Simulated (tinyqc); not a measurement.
Phase-change memory cell, resistance drift and retention: one step of the calculation.

The amorphous state follows Ra = R0 (t/t0)^nu exp[(q Ec/kB)(1/T - 1/(300 K))], with nu taken as independent of T. An intermediate level follows the logarithmic mixing rule ln R = (1 - fa) ln Rc + fa ln Ra with constant Rc. The time to lose the data by crystallisation is tr = tx exp[(q Ex/kB)(1/T - 1/Tx)]; 1 year = 3.15576e7 s. These are empirical laws.

Question. Retention. tr at T; the ten-year temperature solves tr = 10 years: 1/T10 = 1/Tx + (kB/(q Ex)) ln(10 years/tx).

Inputs (values chosen for the exercise); values of the order found in chalcogenide phase-change cells:
- Ex = 2.9 eV (activation energy of crystallisation)
- Tx = 448 K (temperature of a bake)
- tx = 33 s (time to crystallise in that bake)
- T = 328 K (operating temperature)

Constants: q = 1.602176634e-19 C, kB = 1.380649e-23 J/K. Results are converted to the units shown.

Find: tr; T10; loss of tr per kelvin, q Ex/(kB T^2).

Answer.

tr = 9.0128e5 years
T10 = 369.04 K
loss of tr per kelvin, q Ex/(kB T^2) = 31.281 %/K

T lies 41.0 K below T10, so ten years are met.

tinyqc, about 0.01 s, one thread, Intel Xeon 2.30GHz (shared host): `OMP_NUM_THREADS=1 python tinyqc.py 2880068 2880069 out.jsonl`
